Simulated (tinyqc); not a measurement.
Leaving out one process at a time: Debye-Callaway model of lattice thermal conductivity. Computed by tinyqc, a small Python program. Command: `OMP_NUM_THREADS=1 python tinyqc.py 3020075 3020076 out.jsonl callaway walk`. One thread of a shared host (Intel(R) Xeon(R) Processor @ 2.30GHz), about 0.01 s of CPU time with the checks.

Three acoustic branches with one velocity v, cut at omega_D = k_B Theta/hbar; x = hbar omega/(k_B T). v and Theta are separate inputs: Theta cuts off the heat-carrying modes, so C need not reach 3 k_B/V. gamma is an effective value that sets the umklapp rate.

Inputs (values chosen for the exercise, for a model crystal):
```
quantity                                value        unit
sound velocity v                         4150         m/s
Debye temperature Theta                   324           K
volume per atom V                        17.5  angstrom^3
mean atomic mass M                        131           u
effective Grueneisen parameter gamma     1.05           -
umklapp exponent divisor b                  2           -
mass variance Gamma                   0.00012           -
Casimir length L                          480  micrometre
normal-process factor f_N                 4.8           -
temperature T                             150           K
```

Sample: crystal. Point defects: isotopes. Normal processes: included.

Constants: k_B = 1.380649e-23 J/K; hbar = 1.054571817e-34 J s; u = 1.6605390666e-27 kg.

Method:
- Gamma is given directly by the isotope mixture. A = V Gamma/(4 pi v^3).
- Rates: point defects A omega^4; umklapp B omega^2 T exp(-Theta/(b T)) with B = hbar gamma^2/(M v^2 Theta); normal processes f_N B omega^2 T (T/Theta)^2. Boundaries: v/L.
- kappa_1 = c int tau_C g dx, g = x^4 e^x/(e^x - 1)^2, c = (k_B/(2 pi^2 v)) (k_B T/hbar)^3, over 0 < x < min(Theta/T, 40), by 96 Gauss-Legendre points in s with x = x_max s^2; 1/tau_C = 1/tau_R + 1/tau_N; kappa_2 = c [int (tau_C/tau_N) g dx]^2 / int (tau_C/(tau_N tau_R)) g dx; kappa = kappa_1 + kappa_2.

Rayleigh coefficient A = 2.33811e-45 s^3

Conductivity at T:
```
case                   kappa (W/(m K))  ratio to all
all processes                   588.41             1
without point defects           824.25        1.4008
without boundaries              597.87        1.0161
without umklapp                 1405.9        2.3892
```

Removing umklapp raises kappa most, by a factor 2.39; removing boundaries gives only 1.02.
